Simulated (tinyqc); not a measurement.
# MOS capacitor on a p-type substrate, surface potential from the exact charge relation: effect of the fixed charge at the interface on threshold and swing

Uniform p-type substrate, Boltzmann statistics, full ionisation, classical densities. psi is the surface potential against the body (positive when the bands bend down) and u = psi/Vt. Traps are spread evenly over the gap and neutral at flat band, so their charge is -q Dit psi; the minority quasi-Fermi level is shifted by Vb.

ni = sqrt(Nc Nv) exp(-Eg/(2 Vt)), Eg in volts; phiF = Vt ln(N/ni); Cox = eps0 eox/tox; Vfb = phiM - chi - (Eg - Vt ln(Nv/N)) - q Nf/Cox; VT = Vfb + [(2 phiF + Vb)(1 + q Dit/Cox) + sqrt(2 eps0 eps_r q N (2 phiF + Vb))/Cox]. gamma = sqrt(2 eps0 eps_r q N)/Cox; Wm = sqrt(2 eps0 eps_r (2 phiF + Vb)/(q N)); m = 1 + (eps0 eps_r/Wm + q Dit)/Cox; swing m Vt ln 10; Cmin/Cox = 1/(1 + Cox Wm/(eps0 eps_r)).

Parameters, values chosen for the exercise; band and dielectric values close to those of germanium:
- T = 273 K (temperature)
- Eg = 0.667 eV (band gap)
- eps_r = 16 (relative permittivity)
- Nc = 8.85e18 cm^-3 (conduction-band density of states at T)
- Nv = 5.24e18 cm^-3 (valence-band density of states at T)
- chi = 3.96 eV (electron affinity)
- N = 1.2e17 cm^-3 (acceptor density of the substrate)
- eox = 3.9 (relative permittivity of the gate insulator (close to silicon dioxide))
- tox = 4.1 nm (insulator thickness)
- phiM = 4.02 eV (gate work function)
- Dit = 0 cm^-2 eV^-1 (density of interface traps)
- Vb = 0 V (reverse bias of the inversion layer against the body)

Constants: q = 1.602176634e-19 C, kB = 1.380649e-23 J/K, Vt = kB T/q, eps0 = 8.8541878128e-14 F/cm where lengths are in cm. Results are converted to the units shown.

The same in every row: 2 phiF (V) = 0.4770; gamma (V^0.5) = 0.2771; Wm (nm) = 83.84; m = 1.201; swing (mV/decade) = 65.04; Cmin/Cox = 0.1671.

Effect of the fixed charge at the interface on threshold and swing:
```
Nf (cm^-2)  Vfb (V)     VT (V)
-4e11       -0.4421     0.2263
-2e11       -0.4801     0.1883
0           -0.5182     0.1502
2e11        -0.5562     0.1122
4e11        -0.5942    0.07412
6e11        -0.6323    0.03608
8e11        -0.6703  -0.001971
```

As Nf goes from -4e11 to 8e11, VT falls from 0.226 to -0.00197 V, the swing stays at 65.0 mV/decade and Cmin/Cox stays at 0.167. The whole change of VT is that of Vfb: the curve shifts rigidly.

tinyqc, about 0.01 s, one thread, Intel Xeon 2.30GHz (shared host): `OMP_NUM_THREADS=1 python tinyqc.py 2060129 2060130 out.jsonl`
